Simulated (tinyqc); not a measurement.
Inside a calculation. Model: correction of a charged-defect supercell by a model charge and potential alignment (plane-averaged potentials). Computed by tinyqc, a small Python program that keeps every step. Command: `OMP_NUM_THREADS=1 python tinyqc.py 3111574 3111575 out.jsonl align walk`. One thread of a shared host (Intel(R) Xeon(R) Processor @ 2.30GHz), about 0.01 s of CPU time with the checks. Intermediate numbers are printed to about 6 digits and carried at full precision; extremes and crossings named in words are read from the listed rows.

The "true" defect charge is (1 - x) q in a Gaussian of width sigma plus x q in one of width sigma_t, so the exact answer is known; the correction sees only a single model Gaussian of width sigma_m. A Gaussian of width s has the transform rho(G) = exp(-G^2 s^2/2), normalised to 1. A uniform background cancels q, so G = 0 is left out. Potentials are those felt by a unit positive charge. E_0 is the formation energy of the isolated defect, E_cell its value in the supercell, E_lat = E_iso - E_per of the model charge, C the true less the model potential far from the defect; the exact correction is E_0 - E_cell, and the error of a scheme is E_cell plus its correction less E_0.

Inputs (values chosen for the exercise, with screening close to that of Al2O3):

| quantity | value | unit |
|---|---|---|
| defect charge q | -2 | e |
| dielectric constant eps | 9.13 | - |
| edge of the cubic cell L | 17.2 | angstrom |
| width sigma of the true defect charge | 1.6 | angstrom |
| width sigma_m of the model charge | 1.3 | angstrom |
| share x of the charge in a wide tail | 0 | - |
| width sigma_t of the tail | 3 | angstrom |
| formation energy of the isolated defect E_0 | 1 | eV |

Constants: e^2/(4 pi eps_0) = 14.39964548 eV angstrom.

## The supercell energy and its true error

Periodic energy E_per = (2 pi q^2/(eps L^3)) (e^2/(4 pi eps_0)) sum_(G != 0) rho(G)^2/G^2, G = (2 pi/L)(n1, n2, n3), |n_i| <= 16. Isolated energy: two Gaussians of charges q_a, q_b and widths a, b interact by q_a q_b (e^2/(4 pi eps_0 eps)) sqrt(2/pi)/sqrt(a^2 + b^2), and the self-energy is half the sum over pairs. Supercell value E_cell = E_0 + E_per - E_iso for the true charge.

E_iso, true charge = 1.11229 eV

E_per, true charge = 0.611887 eV

E_cell = 0.499602 eV

exact correction = 0.500398 eV

## Lattice energy of the model charge

E_lat = E_iso - E_per for the model charge; point-charge value alpha q^2 e^2/(4 pi eps_0 eps 2 L) with alpha = 2.837297.

E_iso, model = 1.36897 eV

E_per, model = 0.861791 eV

E_lat = 0.507175 eV

point-charge value = 0.520340 eV

## Plane-averaged potentials

Plane-averaged potential at distance z from the defect: V(z) = (4 pi q/(eps L^3)) (e^2/(4 pi eps_0 e)) sum_(m != 0) rho(G_m) cos(G_m z)/G_m^2, G_m = 2 pi m/L, |m| <= 40.

Potentials (V):

| z/L | z (angstrom) | true | model | difference |
|---|---|---|---|---|
| 0.00 | 0.00 | -0.116495 | -0.129142 | 0.0126473 |
| 0.05 | 0.86 | -0.107310 | -0.117348 | 0.0100384 |
| 0.10 | 1.72 | -0.082861 | -0.087376 | 0.0045148 |
| 0.15 | 2.58 | -0.050265 | -0.050173 | -0.0000921 |
| 0.20 | 3.44 | -0.016447 | -0.014045 | -0.0024020 |
| 0.25 | 4.30 | 0.014272 | 0.017445 | -0.0031734 |
| 0.30 | 5.16 | 0.039998 | 0.043352 | -0.0033539 |
| 0.35 | 6.02 | 0.060131 | 0.063515 | -0.0033844 |
| 0.40 | 6.88 | 0.074531 | 0.077919 | -0.0033882 |
| 0.45 | 7.74 | 0.083172 | 0.086561 | -0.0033886 |
| 0.50 | 8.60 | 0.086053 | 0.089442 | -0.0033886 |

The difference moves by 0.00 mV between z/L = 0.4 and 0.5: a plateau.

## Alignment and corrected energy

C = difference at z = L/2; E_corr = E_cell + E_lat - q C. For charges that have died out at L/2, C = (2 pi q/(eps L^3)) (e^2/(4 pi eps_0 e)) (<s^2> - sigma_m^2), <s^2> = (1 - x) sigma^2 + x sigma_t^2.

alignment C = -0.00338863 V

C, closed form = -0.00338864 V

E_corr = 1.00000 eV

error with alignment (rounded to 1e-4 meV) = 0 meV

error without alignment = 6.77727 meV

error with the point-charge term alone = 19.9422 meV

error without correction = -500.398 meV

Errors are measured against E_0. Alignment cuts the error of the model charge from 6.8 to below 0.001 meV.

## Errors against cell size

Schemes: none; point-charge term alpha q^2 e^2/(4 pi eps_0 eps 2 L), alpha = 2.837297; E_lat of the model; E_lat - q C with C at z = L/2.

Error against E_0 (meV):

| L (angstrom) | none | point charge | model charge | model and alignment |
|---|---|---|---|---|
| 12.0 | -687.097 | 58.7239 | 19.9569 | 0.0363099 |
| 14.6 | -580.397 | 32.6063 | 11.0811 | 0.0006056 |
| 17.2 | -500.398 | 19.9422 | 6.7773 | 0.0000057 |
| 20.6 | -422.851 | 11.6080 | 3.9449 | 0.0000000 |
| 25.8 | -340.985 | 5.9088 | 2.0081 | 0.0000000 |

Between the last two rows the uncorrected error scales as L^-0.96 and the point-charge remainder as L^-3.00. With alignment the error is 0.0 meV in the smallest cell and 0.00 meV in the largest.

Checks made by the program: E_lat against the point-charge value less 2 pi q^2 sigma_m^2 e^2/(4 pi eps_0 eps L^3) (relative difference 2e-07).
